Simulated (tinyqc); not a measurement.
Special k points of the fcc lattice, step by step. Values are carried at full precision from step to step, so a last printed digit may differ when a step is redone from the rounded ones.

Lattice vectors in units of a: a1 = (0, 1/2, 1/2), a2 = (1/2, 0, 1/2), a3 = (1/2, 1/2, 0); reciprocal vectors b_i with a_i . b_j = 2 pi delta_ij. Mesh: k = sum_i f_i b_i with f_i = (2 j_i + shift)/(2 N), j_i = 0 .. N-1. The point group of the lattice has 48 operations; only those that map the mesh onto itself are used.

Inputs chosen for the exercise: N = 6 (points along each reciprocal vector); shift = 1 (half steps); D = 1.06 eV (half gap term); t = 0.4 eV (coupling); e0 = 2.55 eV (offset).

## Irreducible points and weights

Join points that an operation carries into one another (modulo reciprocal vectors); list each class by its first point in the order of (j1, j2, ...).

Irreducible points:
```
f1            f2       f3  weight
0.08333  0.08333  0.08333       2
0.08333  0.08333  0.25000       6
0.08333  0.08333  0.41667       6
0.08333  0.08333  0.58333       6
0.08333  0.08333  0.75000       6
0.08333  0.08333  0.91667       6
0.08333  0.25000  0.25000       6
0.08333  0.25000  0.41667      12
0.08333  0.25000  0.58333      12
0.08333  0.25000  0.75000      12
0.08333  0.25000  0.91667      12
0.08333  0.41667  0.41667       6
0.08333  0.41667  0.58333      12
0.08333  0.41667  0.75000      12
0.08333  0.41667  0.91667      12
0.08333  0.58333  0.58333       6
0.08333  0.58333  0.75000      12
0.08333  0.75000  0.75000       6
0.25000  0.25000  0.25000       2
0.25000  0.25000  0.41667       6
0.25000  0.25000  0.58333       6
0.25000  0.25000  0.75000       6
0.25000  0.41667  0.41667       6
0.25000  0.41667  0.58333      12
0.25000  0.41667  0.75000      12
0.25000  0.58333  0.58333       6
0.41667  0.41667  0.41667       2
0.41667  0.41667  0.58333       6
```

operations that keep the mesh = 12
irreducible points = 28

The weights add up to 216 = N^3; symmetry saves a factor 7.7. The shift breaks the symmetry of the lattice: only 12 of 48 operations keep the mesh.

## Which stars the mesh integrates

A_m(k) = sum over the m-th star of lattice vectors R of cos(k . R), stars in order of length: m = 1: |R|^2 = 0.5, 12 vectors, such as (1, 0, 0) in the basis a_i; m = 2: |R|^2 = 1, 6 vectors, such as (1, 1, -1) in the basis a_i; m = 3: |R|^2 = 1.5, 24 vectors, such as (2, 0, -1) in the basis a_i; m = 4: |R|^2 = 2, 12 vectors, such as (2, 0, 0) in the basis a_i; m = 5: |R|^2 = 2.5, 24 vectors, such as (2, 1, -1) in the basis a_i; m = 6: |R|^2 = 3, 8 vectors, such as (3, -1, -1) in the basis a_i. The zone mean of every A_m is zero.

Lattice vectors in units of a: a1 = (0, 1/2, 1/2), a2 = (1/2, 0, 1/2), a3 = (1/2, 1/2, 0); f are fractions of the reciprocal vectors. Evaluate the first six A_m at each irreducible point (k . R = 2 pi sum f_i n_i) and form the weighted means.

A_m at the points, rows 1, 2, 3, 4, 5, 6, 7, 8, 9, 10, 11, 12, 13, 14, 15, 16, 17, 18, 19, 20, 21, 22, 23, 24, 25, 26, 27, 28; columns m=1, m=2, m=3, m=4, m=5, m=6:
```
[[11.196, 5.196, 19.392, 9.000, 16.392, 5.196],
 [7.464, 1.732, 3.464, 0.000, -5.464, 0.000],
 [1.732, -3.464, -2.536, 3.000, -6.928, 0.000],
 [-0.268, -5.196, 0.464, 9.000, 1.464, -5.196],
 [3.464, -1.732, -3.464, 0.000, -9.464, 0.000],
 [9.196, 3.464, 9.464, 3.000, 4.000, 0.000],
 [5.732, 1.732, -3.000, -3.000, 1.464, -5.196],
 [1.000, 0.000, -6.000, -3.000, 4.000, 0.000],
 [-2.000, -1.732, 3.464, 0.000, 4.000, 0.000],
 [-0.268, -1.732, -0.464, -3.000, 1.464, 5.196],
 [4.464, 0.000, -3.464, -3.000, -5.464, 0.000],
 [-1.732, 3.464, -9.464, 3.000, 6.928, 0.000],
 [-3.732, 3.464, 0.000, 3.000, -5.464, 0.000],
 [-3.000, 0.000, 6.000, -3.000, 0.000, 0.000],
 [-0.268, -3.464, 0.000, 3.000, 1.464, 0.000],
 [-3.732, 5.196, -6.464, 9.000, -5.464, 5.196],
 [-2.000, 1.732, -3.464, 0.000, 4.000, 0.000],
 [1.732, 1.732, -9.928, -3.000, 9.464, -5.196],
 [6.000, 0.000, 0.000, 0.000, -12.000, 0.000],
 [2.268, -1.732, -3.000, -3.000, -5.464, 5.196],
 [-1.732, -1.732, 3.928, -3.000, 2.536, 5.196],
 [-2.000, 0.000, 0.000, 0.000, 4.000, 0.000],
 [0.536, -1.732, -3.464, 0.000, 1.464, 0.000],
 [-2.464, 0.000, 3.464, -3.000, 1.464, 0.000],
 [-3.732, 1.732, 6.464, -3.000, -5.464, -5.196],
 [-3.464, 1.732, 3.464, 0.000, -2.536, 0.000],
 [0.804, -5.196, -1.392, 9.000, -4.392, -5.196],
 [-1.196, -3.464, 2.536, 3.000, 4.000, 0.000]]
```

weighted means: m=1 0.000, m=2 0.000, m=3 0.000, m=4 0.000, m=5 0.000, m=6 0.000

All six means vanish: the mesh is exact for functions whose Fourier series ends within these stars.

## A zone average from the irreducible points

Test function, the lower band of a two-band insulator: E(k) = -sqrt(D^2 + (e0 - t A_1(k))^2).

Lattice vectors in units of a: a1 = (0, 1/2, 1/2), a2 = (1/2, 0, 1/2), a3 = (1/2, 1/2, 0). Evaluate E at each point and take the weighted mean; the reference uses the unshifted mesh with N = 24.

E at the points (eV): [-2.2006, -1.1460, -2.1384, -2.8608, -1.5746, -1.5482, -1.0908, -2.3971, -3.5137, -2.8608, -1.3068, -3.4117, -4.1795, -3.8969, -2.8608, -4.1795, -3.5137, -2.1384, -1.0706, -1.9551, -3.4117, -3.5137, -2.5649, -3.6911, -4.1795, -4.0759, -2.4677, -3.2086]

weighted mean = -2.9314 eV
reference mean = -2.9315 eV

The error is +0.04 meV with 28 points.

## Checks

- Weighted mean over irreducible points against the plain mean over the whole mesh (eV): both -2.931420.
- Reference mean against a mesh of N = 30 (eV): both -2.9315.

tinyqc: `OMP_NUM_THREADS=1 python tinyqc.py 1680155 1680156 out.jsonl`; about 0.1 s, one thread, shared Intel(R) Xeon(R) Processor @ 2.30GHz.
